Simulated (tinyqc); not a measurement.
# Bandgap voltage reference from two bipolar transistors: output against temperature

Two transistors of area 1 and N carry the same current I. Is(T) = Is (T/T0)^eta exp[(Vg0 q/kB)(1/T0 - 1/T)], VBE1 = Vt ln(I/Is(T)) + I rb, VBE2 = Vt ln(I/(N Is(T))) + I rb/N. The amplifier forces I R1(T) = VBE1 - VBE2 + Vos, with R(T) = R (1 + tc (T - T0)) for both resistors, and the output is Vref = VBE1 + I R2(T). Base currents and the Early effect are neglected.

Vt = kB T/q; I = (Vt ln N + Vos)/(R1(T) - rb (1 - 1/N)).

Inputs (values chosen for the exercise); values of the order met in silicon bipolar transistors:
```
symbol,value,unit,meaning
T0,298,K,reference temperature
Vg0,1.178,V,band-gap voltage extrapolated to 0 K
eta,4.3,,temperature exponent of the saturation current
Is,3e-17,A,saturation current of the unit transistor at T0
N,10,,area ratio of the second transistor
R1,27,kohm,"resistor across which the difference of VBE falls, at T0"
tc,-1500,ppm/K,temperature coefficient of both resistors
Vos,0,mV,offset of the amplifier
rb,0,ohm,series resistance of the unit transistor
R2,283.6,kohm,output resistor at T0
```

Constants: q = 1.602176634e-19 C, kB = 1.380649e-23 J/K. Results are converted to the units shown.

Results:
```
T (K)	I (uA)	VBE1 (V)	I R2 (V)	Vref (V)	Vref - Vref(T0) (mV)	dVref/dT (uV/K)
218	1.4304	0.80339	0.45435	1.2577	-5.6824	106.57
233	1.5602	0.77362	0.48561	1.2592	-4.1973	91.679
253	1.7417	0.73359	0.52729	1.2609	-2.5457	73.842
273	1.9337	0.69322	0.56898	1.2622	-1.2301	58.041
298	2.1900	0.64234	0.62108	1.2634	0	40.803
323	2.4662	0.59107	0.67318	1.2643	0.83073	26.046
373	3.0886	0.48756	0.77739	1.2649	1.5240	3.0561
398	3.4410	0.43542	0.82950	1.2649	1.4898	-5.4733
423	3.8260	0.38309	0.88160	1.2647	1.2658	-12.138
```

Estimate the missing row, T = 348 K.

Computed row:
```
T (K)	I (uA)	VBE1 (V)	I R2 (V)	Vref (V)	Vref - Vref(T0) (mV)	dVref/dT (uV/K)
348	2.7648	0.53946	0.72529	1.2647	1.3209	13.523
```

With this row back in the table: VBE1 falls by 2.05 mV/K on average and I R2 rises by 2.08 mV/K. Between 233 and 398 K Vref spans 5.73 mV, or 27.5 ppm/K by the box method (span over the average over T, over 165 K).

tinyqc, about 0.02 s, one thread, Intel Xeon 2.30GHz (shared host): `OMP_NUM_THREADS=1 python tinyqc.py 2062071 2062072 out.jsonl`
